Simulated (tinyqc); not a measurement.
Inside a calculation. Method: FCI on RHF in the 3-21g basis, for H-, spin multiplicity 1. The basis has no diffuse functions, so it cannot describe the extra electron: this is an exercise in the method, not the real anion. Computed by tinyqc, a small Python program that keeps every step (integrals from PySCF). Settings: charge = -1, multiplicity = 1, basis = 3-21g, method = RHF, energy threshold = 1e-10, iteration cap = 86, orthogonalisation = symmetric, start = Wolfsberg-Helmholz matrix, DIIS depth = 6, ci = FCI, davidson = 1. Command: `OMP_NUM_THREADS=1 python tinyqc.py 31702 31703 out.jsonl` (the two numbers bound the seeds that draw the settings). One thread of a shared host (Intel(R) Xeon(R) Processor @ 2.60GHz), about 0.09 s of CPU time with the checks. The early iterations of the SCF are left out here.

## One-electron integrals

Geometry (angstrom):
```
atom         x         y         z
H     0.000000  0.000000  0.000000
```

Basis 3-21g: exponents (1/bohr^2) and contraction coefficients of normalised primitives:
```
element  l (shell)  exponent  coefficient
H            s (1)  5.447178     0.156285
H            s (1)  0.824547     0.904691
H            s (2)  0.183192     1.000000
```

Overlap, kinetic and nuclear-attraction integrals over the contracted functions; the nuclear repulsion is the sum of Za Zb / Rab.

nuclear repulsion = 0 hartree

overlap S:
```
          1H 1s     1H 2s
1H 1s  1.000000  0.645899
1H 2s  0.645899  1.000000
```

kinetic energy T (hartree):
```
          1H 1s     1H 2s
1H 1s  1.549405  0.293152
1H 2s  0.293152  0.274788
```

nuclear attraction V (hartree):
```
           1H 1s      1H 2s
1H 1s  -1.720918  -0.782663
1H 2s  -0.782663  -0.683004
```

core Hamiltonian H = T + V (hartree):
```
           1H 1s      1H 2s
1H 1s  -0.171513  -0.489511
1H 2s  -0.489511  -0.408216
```

## Two-electron integrals

Functions are numbered as in S; the eight-fold symmetry (ij|kl) = (ji|kl) = (kl|ij) leaves the list below.

Two-electron integrals (ij|kl) in chemists' order, unique and non-zero (hartree):
```
(11|11) 1.140145   (21|11) 0.611403   (21|21) 0.345152   (22|11) 0.626370
(22|21) 0.380329   (22|22) 0.482957
```

## Orthogonalisation

S = U s U^T; symmetric (Loewdin) form X = U s^(-1/2) U^T, so that X^T S X = 1.

eigenvalues of S: 0.354101  1.645899

X:
```
           1H 1s      1H 2s
1H 1s   1.229980  -0.450512
1H 2s  -0.450512   1.229980
```

## Starting guess

The start is the generalised Wolfsberg-Helmholz matrix (K = 1.75) built on H; D = 2 C_occ C_occ^T.

D at the start:
```
          1H 1s     1H 2s
1H 1s  0.075038  0.334671
1H 2s  0.334671  1.492635
```

## Iteration 4 (converged): orbitals

converged F (hartree):
```
           1H 1s      1H 2s
1H 1s   0.754879  -0.113830
1H 2s  -0.113830   0.116972
```

Diagonalise F' = X^T F X, C = X C', fill 1 alpha and 1 beta electrons from the bottom; D = 2 C_occ C_occ^T. Each column has its largest component positive (the first on a tie).

F' = X^T F X (hartree):
```
           1          2
1   1.291911  -0.678421
2  -0.678421   0.456324
```

orbital energies (hartree): MO1 0.077370, MO2 1.670865

coefficients C:
```
            MO1        MO2
1H 1s  0.206501   1.293510
1H 2s  0.854116  -0.993125
```

D after iteration 4:
```
          1H 1s     1H 2s
1H 1s  0.085286  0.352752
1H 2s  0.352752  1.459030
```

## Convergence

Stop when the energy changes by less than 1e-10 hartree and every element of the error matrix X^T (F D S - S D F) X is below 3e-06.

Course of the cycle:
```
iteration  E (hartree)     change  largest element of the error matrix
1          -0.40014940          -                             2.74e-02
2          -0.40041556  -2.66e-04                             3.59e-03
3          -0.40042020  -4.64e-06                             3.60e-06
4          -0.40042020  -3.83e-12                             1.53e-06
```

PySCF RHF in the same basis = -0.40042020 hartree

Converged in 4 iterations.

## Populations

Mulliken: Z minus the diagonal of D S on the atom; Loewdin: the same with S^(1/2) D S^(1/2).

Charges (e):
```
atom   Mulliken    Loewdin
1H    -1.000000  -1.000000
```

## Integrals over molecular orbitals

(pq|rs) = sum C_ip C_jq C_kr C_ls (ij|kl), one index at a time.

one-electron integrals over orbitals h = C^T H C (hartree):
```
           1          2
1  -0.477790  -0.139972
2  -0.139972   0.568075
```

Two-electron integrals over orbitals (pq|rs), unique and non-zero (hartree):
```
(11|11) 0.555159   (21|11) 0.139972   (21|21) 0.137755   (22|11) 0.620272
(22|21) 0.250869   (22|22) 0.823223
```

## FCI: determinants and Hamiltonian

Hartree-Fock energy = -0.40042020 hartree

Slater-Condon rules over spin orbitals, with the nuclear repulsion added and E(HF) subtracted on the diagonal.

Occupation strings over the orbitals (2 doubly, a alpha, b beta, 0 empty; spin orbitals ordered 1a 1b 2a 2b ...): 20 ab ba 02

H - E(HF) between determinants (hartree), lower triangle:
```
          20         ab         ba        02
20  0.000000
ab  0.000000   1.110978
ba  0.000000  -0.137755   1.110978
02  0.137755   0.110897  -0.110897  2.359794
```

## FCI: roots

Diagonalise (each vector has its largest component positive (the first on a tie)); all determinants have Ms = 0, so triplets appear too. The lowest singlet root is the correlation energy.

lowest roots of this matrix, relative to E(HF) (hartree): -0.008081  0.973223  1.227306  2.389301

lowest vectors:
```
       root 1    root 2     root 3     root 4
20   0.998257  0.000000  -0.015191   0.057025
ab   0.005167  0.707107   0.700518   0.096167
ba  -0.005167  0.707107  -0.700518  -0.096167
02  -0.058559  0.000000  -0.135347   0.989066
```

<S^2> of these roots: 0.000000  2.000000  0.000000  0.000000

weight of the ground state by excitation level 0, 1, 2, ...: 0.996517  0.000053  0.003429
